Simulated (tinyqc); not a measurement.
Inside a calculation: temperature and isotope dependence of a band gap in oscillator models. Values are carried at full precision from step to step, so a last printed digit may differ when a step is redone from the rounded ones.

E(T) = E0 - sum_i sl_i th_i n_i(T), n = 1/(exp(th/T) - 1). The same coupling lowers the gap at 0 K by the zero-point term ZP = sum_i sl_i th_i/2, so the gap of the static lattice is E0 + ZP. Thermal expansion is taken as part of the slopes.

Values chosen for the exercise (near those of InAs; not measured data): E0 = 0.412 eV (gap at 0 K); th = (52, 188) K (temperatures of two oscillators); sl = (0.043, 0.226) meV/K (their high-temperature slopes); T = 50 K (temperature); M = 94.97 u (mean atomic mass); dM = 2.15 u (change of the mean mass (not bounded by the natural isotopes)); T12 = (110, 270) K (temperatures of the fits).

## The gap at T

Give the occupations, the two terms, the gap, ZP and the static gap.

n_i: 0.54668  0.02384

terms (meV): 1.222  1.013

E(T) = 0.4098 eV
ZP = 22.36 meV
static gap = 0.4344 eV

The thermal fall, 2.2 meV, is smaller than the zero-point term, 22.4 meV; the soft oscillator supplies 55 % of the fall but 5 % of ZP. A calculation with clamped ions should be compared with the static gap.

## Slope and asymptote

dE/dT = -sum sl_i (th_i/T)^2 n_i (1 + n_i). At high T, n -> T/th - 1/2, so E -> E0 + ZP - (sum sl_i) T. Give the slope, its ratio to the limit, and the value at 0 K of the tangent drawn at T.

dE/dT = -0.1173 meV/K
ratio to the limiting slope = 0.4361
intercept of the tangent = 0.4156 eV
intercept - E0 = 3.63 meV

The tangent recovers 16 % of ZP: the extrapolation works only from T well above the higher oscillator (188 K).

## Isotope effect

With M -> M + dM the oscillator temperatures scale as M^(-1/2) and the slopes stay. Give th, ZP, E0 (static gap fixed) and E(T) for the new mass, and the linear rule dE0 = ZP dM/(2 M).

th (K): 51.42  185.91

ZP = 22.113 meV
shift of E0 = 0.249 meV
linear rule = 0.253 meV
shift of E(T) = 0.208 meV

The heavier crystal has the wider gap. At 50 K 84 % of the shift at 0 K is left; it fades at high T, where the motion is classical and the mean-square amplitude no longer depends on mass.

## Two common fits

Two-parameter forms are made to pass through the falls at the two temperatures T12: Varshni aV T^2/(T + bV), from the line T^2/fall = (T + bV)/aV; one oscillator s1 t1/(exp(t1/T) - 1), with t1 from the ratio of the falls.

Give the falls and the parameters.

falls (meV): 13.0916  52.7495

aV = 0.3495 meV/K
bV = 213 K
t1 = 157.9 K
s1 = 0.2655 meV/K
ZP of the one-oscillator fit = 21.0 meV

The limiting slope of the model is 0.2690 meV/K; Varshni puts it +30 % off and one oscillator -1 %. The ZP of the fit differs from the true one by -1.4 meV.

## Checks

- Slope by finite differences against the formula (meV/K): both 0.11731.
- Fall at 20 times the higher oscillator temperature against the asymptote (meV): 989.26 against 989.08.

tinyqc: `OMP_NUM_THREADS=1 python tinyqc.py 1850331 1850332 out.jsonl`; about 0.01 s, one thread, shared Intel(R) Xeon(R) Processor @ 2.30GHz.
